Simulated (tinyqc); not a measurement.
## Mobility and doping from two currents

Problem. A trap-free film with injecting contacts is fitted, with diffusion neglected, by J = q mu N V/Lf + (9/8) eps0 eps_r mu V^2/Lf^3. Find mu, N and the voltage at which both terms are equal.

Inputs (values chosen for the exercise):

| symbol | value | unit | meaning |
|---|---|---|---|
| eps_r | 11.7 |  | relative permittivity |
| Lf | 450 | nm | film thickness |

Constants: q = 1.602176634e-19 C, eps0 = 8.8541878128e-14 F/cm where lengths are in cm. Results are converted to the units shown.

J at 2.4 and 13 V (A/cm^2): 762.56951  7655.3386

Answer. J/V is a straight line in V: the slope gives mu and the intercept mu N.

mu = 2.000 cm^2/(V s)
N = 3.600e16 cm^-3
crossover voltage = 10.02 V

Numbers from tinyqc (`OMP_NUM_THREADS=1 python tinyqc.py 2730136 2730137 out.jsonl`; about 3 s on one thread of a shared Intel Xeon 2.30GHz).
